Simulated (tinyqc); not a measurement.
Kinetic Monte Carlo and master equation for a particle on a ring of sites with traps and bias: one step, computed by the program tinyqc.

5 sites on a ring, numbered 1 to 5. The saddle between i and i+1 lies at E0 + s b_i and site i at s eps_i; a force F tilts the landscape, with the saddle half-way.

Problem. Steady state. Master equation dP/dt = W P, W_(i+1,i) = k right, W_(i-1,i) = k left, columns summing to zero. The steady state is its null vector; drift v = a sum P_i (k right - k left). D = a^2 lambda''(0)/2, where lambda(q) is the leading eigenvalue of W with right hops weighted by exp(q) and left hops by exp(-q). The slowest relaxation rate is minus the real part of the next eigenvalue of W. 1 angstrom = 1e-8 cm.

Inputs (values chosen for the exercise, for a model defect): temperature T = 410 K; site spacing a = 3.7 angstrom.

Disorder: site traps.

Rates, shares of right hops and mean stays:
```
site  k right (1/s)  k left (1/s)  share right  mean stay (s)
1          2191.520      1932.718    0.5313758   2.424690e-04
2          9282.068      8185.922    0.5313758   5.724757e-05
3          9282.068      8185.922    0.5313758   5.724757e-05
4          9282.068      8185.922    0.5313758   5.724757e-05
5          9282.068      8185.922    0.5313758   5.724757e-05
```

Constants: k_B = 8.617333262e-05 eV/K.

Give: occupations P_i; drift velocity v; diffusivity D; slowest relaxation rate.

Solution.

occupations P_i: [0.51429, 0.12143, 0.12143, 0.12143, 0.12143]

drift velocity v = 2.4624e-05 cm/s

diffusivity D = 7.2945e-12 cm^2/s

slowest relaxation rate = 6212.8 1/s
